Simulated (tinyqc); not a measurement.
From image to dissolution rate: chemically amplified photoresist: aerial image, acid generation, bake, development and line width. Computed by tinyqc, a small Python program. Command: `OMP_NUM_THREADS=1 python tinyqc.py 3000018 3000019 out.jsonl resist walk`. One thread of a shared host (Intel(R) Xeon(R) Processor @ 2.30GHz), about 0.03 s of CPU time with the checks.

Lines and spaces of pitch p with a two-beam-like image; x = 0 is the middle of the bright space. The resist is positive and treated as uniform in depth.

Inputs (values chosen for the exercise, for a model resist at 13.5 nm):
```
quantity                                         value     unit
pitch p                                             38       nm
image contrast c                                  0.54        -
mean dose E                                         19  mJ/cm^2
Dill parameter C                                  0.02  cm^2/mJ
quencher load q, relative to the acid generator   0.11        -
acid diffusivity D                               0.053   nm^2/s
bake time t                                         45        s
amplification rate k_amp                         0.023      1/s
threshold protection m_th                         0.45        -
development selectivity n                            5        -
largest rate r_max                                 630     nm/s
smallest rate r_min                              0.024     nm/s
```

Method:
- Dose E(x) = E [1 + c cos(2 pi x/p)]; acid h = 1 - exp(-C E(x)).
- Bake: the acid image is blurred by a Gaussian of variance sigma^2 = 2 D t (each Fourier term k of h, taken on 64 points, is multiplied by exp(-4 pi^2 k^2 D t/p^2)).
- The quencher then removes q, h_eff = max(h_blurred - q, 0); protection m = exp(-k_amp t h_eff).
- Mack rate r = r_max (a + 1)(1 - m)^n/(a + (1 - m)^n) + r_min, a = ((n + 1)/(n - 1))(1 - m_th)^n.

Across half a pitch:
```
x/p   x (nm)  dose (mJ/cm^2)  blurred acid  protection m  rate (nm/s)
0.00     0.0          29.260       0.43565       0.71387   1.6810e+01
0.05     1.9          28.758       0.43019       0.71792   1.5683e+01
0.10     3.8          27.301       0.41408       0.72999   1.2665e+01
0.15     5.7          25.031       0.38820       0.74981   8.7090e+00
0.20     7.6          22.171       0.35415       0.77670   4.9703e+00
0.25     9.5          19.000       0.31448       0.80926   2.2827e+00
0.30    11.4          15.829       0.27269       0.84503   8.2534e-01
0.35    13.3          12.969       0.23309       0.88038   2.4371e-01
0.40    15.2          10.699       0.20032       0.91075   7.4815e-02
0.45    17.1           9.242       0.17864       0.93142   3.7615e-02
0.50    19.0           8.740       0.17105       0.93877   3.1727e-02
```

The dose varies by a factor 3.35 across the pattern and the rate by 530.

Extremes, crossings and ranges named in words are read from the listed rows.
